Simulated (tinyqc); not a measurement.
Hopping conduction between localised states: one step, computed by the program tinyqc.

Energies are counted from the Fermi level. A small network shows the mechanism; the laws of an infinite system follow.

Problem. Critical path. Critical exponent s_c: the smallest value such that bonds with s_ij <= s_c connect site 1 with site 7.

Inputs (values chosen for the exercise, for a model amorphous semiconductor): temperature T = 48 K.

Dimension: 2D.

s_ij:
$$\begin{pmatrix}
0.00000 & 4.60885 & 6.92710 & 10.12926 & 13.78037 & 15.61846 & 18.66808 \\
4.60885 & 0.00000 & 5.57113 & 8.16815 & 11.66075 & 13.60130 & 17.32070 \\
6.92710 & 5.57113 & 0.00000 & 5.37613 & 7.27800 & 9.22853 & 12.09187 \\
10.12926 & 8.16815 & 5.37613 & 0.00000 & 6.75902 & 7.78221 & 11.86403 \\
13.78037 & 11.66075 & 7.27800 & 6.75902 & 0.00000 & 3.10023 & 6.46165 \\
15.61846 & 13.60130 & 9.22853 & 7.78221 & 3.10023 & 0.00000 & 4.82588 \\
18.66808 & 17.32070 & 12.09187 & 11.86403 & 6.46165 & 4.82588 & 0.00000
\end{pmatrix}$$

Give: critical exponent s_c.

Solution.

critical exponent s_c = 6.759
